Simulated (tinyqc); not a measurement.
Convergence with cell size: Koster-Slater impurity in a tight-binding band, by Green functions and by supercells. Computed by tinyqc, a small Python program. Command: `OMP_NUM_THREADS=1 python tinyqc.py 3013276 3013277 out.jsonl kosterslater walk`. One thread of a shared host (Intel(R) Xeon(R) Processor @ 2.30GHz), about 0.04 s of CPU time with the checks.

One orbital per site, e(k) = -2 t sum cos(k_i) over 3 direction(s), band from -6 t to 6 t, lattice constant 1. One site has the extra energy U. Spin is left out.

Inputs (values chosen for the exercise, for a model band): hopping t = 1.5 eV; impurity potential U = -7.94 eV.

Lattice: simple cubic.

Method:
- Outside the band G0(E) = (1/pi) int_0^pi dk (2/(pi z)) K(16 t^2/z^2), z = E + 2 t cos k, K the complete elliptic integral with parameter m; 200 Gauss-Legendre points.
- A bound state solves 1/U = G0(E).
- Bisection in ln(distance from the edge) between 1e-5 t and |U| + t. Weight on the impurity site: -1/(U^2 dG0/dE), by a central difference with step min(1e-4 t, distance/30). Decay length along an axis: 1/arccosh(1 + distance/(2 t)).
- In a periodic cell of N sites along each direction with Bloch vector K, the level solves 1/U = N^-d sum_k 1/(E - e(k)), k_i = (2 pi m_i + K_i)/N, m_i = 0..N-1; the outermost root on the side of U is taken (bisection). d is the number of directions. Gamma means K_i = 0, the zone corner K_i = pi, the quarter point K_i = pi/2.
- Even N; errors against the isolated level E_b, set to 0 below 1e-6 t.

level E_b = -9.88396 eV

decay length = 1.33340 sites

Error of the level (eV):

| N | sites | Gamma | corner | quarter point |
|---|---|---|---|---|
| 2 | 8 | -1.6209e+00 | 1.9440e+00 | 1.5948e-01 |
| 4 | 64 | -2.0217e-01 | 1.5948e-01 | 3.9911e-03 |
| 6 | 216 | -2.9929e-02 | 2.3144e-02 | 1.3831e-04 |
| 8 | 512 | -4.7256e-03 | 3.9911e-03 | 5.2309e-06 |
| 10 | 1000 | -8.0594e-04 | 7.3176e-04 | 0 |
| 12 | 1728 | -1.4576e-04 | 1.3831e-04 | 0 |

What follows from these numbers?

The error at Gamma falls exponentially, between the last two resolved rows by exp(-0.855) per site against 1/(decay length) = 0.750; the rest is the power-law prefactor of the Green function. Gamma and the corner err in opposite directions. Among the sizes listed an error below 1 meV is first reached at N = 10 at Gamma; at the quarter point N = 6 is enough.

Extremes, crossings and ranges named in words are read from the listed rows.
